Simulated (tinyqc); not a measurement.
Hueckel theory of the pi electrons, for the molecule Oc1ccc2[nH]ccc2c1 (SMILES; centres numbered as the heavy atoms are written), step by step. One step of it, computed by the program tinyqc.

Question. Energy, charges, bond orders. E = sum n x; q_r = z_r - P_rr; bond order p = P_rs; free valence = sqrt(3) - sum of p over the bonds of the atom.

x values: [2.456278, 2.205566, 1.589349, 1.316310, 0.751218, 0.613304, -0.801569, -1.122812, -1.457810, -2.159833]

occupations: [2.000000, 2.000000, 2.000000, 2.000000, 2.000000, 2.000000, 0.000000, 0.000000, 0.000000, 0.000000]

charge and bond-order matrix P:
```
            1O         2C         3C         4C         5C         6N         7C         8C
1O    1.951881   0.219458  -0.125999  -0.015522   0.084505  -0.024949  -0.006446   0.026492
2C    0.219458   0.985952   0.622639  -0.017123  -0.285596   0.090664   0.029874  -0.093786
3C   -0.125999   0.622639   1.044168   0.685346  -0.037151  -0.086828   0.191343   0.035508
4C   -0.015522  -0.017123   0.685346   1.024141   0.631231  -0.112971  -0.055145   0.006197
5C    0.084505  -0.285596  -0.037151   0.631231   1.015818   0.320631  -0.264225  -0.057047
6N   -0.024949   0.090664  -0.086828  -0.112971   0.320631   1.812435   0.364163  -0.222479
7C   -0.006446   0.029874   0.191343  -0.055145  -0.264225   0.364163   0.978483   0.841632
8C    0.026492  -0.093786   0.035508   0.006197  -0.057047  -0.222479   0.841632   1.101844
9C   -0.010072  -0.021130  -0.278931   0.033607   0.579078  -0.148672  -0.032374   0.464390
10C  -0.145036   0.680990   0.014119  -0.337282   0.002364   0.061533  -0.217087  -0.045573

            9C        10C
1O   -0.010072  -0.145036
2C   -0.021130   0.680990
3C   -0.278931   0.014119
4C    0.033607  -0.337282
5C    0.579078   0.002364
6N   -0.148672   0.061533
7C   -0.032374  -0.217087
8C    0.464390  -0.045573
9C    1.031599   0.587691
10C   0.587691   1.053678
```

Centres:
```
centre  z_r, pi electrons of the neutral centre         h
1O                                            2  1.890000
2C                                            1  0.000000
3C                                            1  0.000000
4C                                            1  0.000000
5C                                            1  0.000000
6N                                            2  1.500000
7C                                            1  0.000000
8C                                            1  0.000000
9C                                            1  0.000000
10C                                           1  0.000000
```

Bonds:
```
i    j         k
1    2  0.710000
2    3         1
3    4         1
4    5         1
5    6  0.700000
6    7  0.700000
7    8         1
8    9         1
9   10         1
10   2         1
9    5         1
```

Give: pi energy = 12 alpha + this times beta; pi charges; Bond orders and lengths from R = 1.517 - 0.180 p; free valence of the carbons; gap between the highest filled and the next level.

Answer.

pi energy = 12 alpha + this times beta = 17.864

pi charges: 1O 0.048, 2C 0.014, 3C -0.044, 4C -0.024, 5C -0.016, 6N 0.188, 7C 0.022, 8C -0.102, 9C -0.032, 10C -0.054

Bond orders and lengths from R = 1.517 - 0.180 p (angstrom, C-C alone):
```
bond      p      R
1-2   0.219      -
2-3   0.623  1.405
3-4   0.685  1.394
4-5   0.631  1.403
5-6   0.321      -
6-7   0.364      -
7-8   0.842  1.366
8-9   0.464  1.433
9-10  0.588  1.411
10-2  0.681  1.394
9-5   0.579  1.413
```

free valence of the carbons: 2C 0.209, 3C 0.424, 4C 0.415, 5C 0.201, 7C 0.526, 8C 0.426, 9C 0.101, 10C 0.463

gap between the highest filled and the next level = 1.415 |beta|
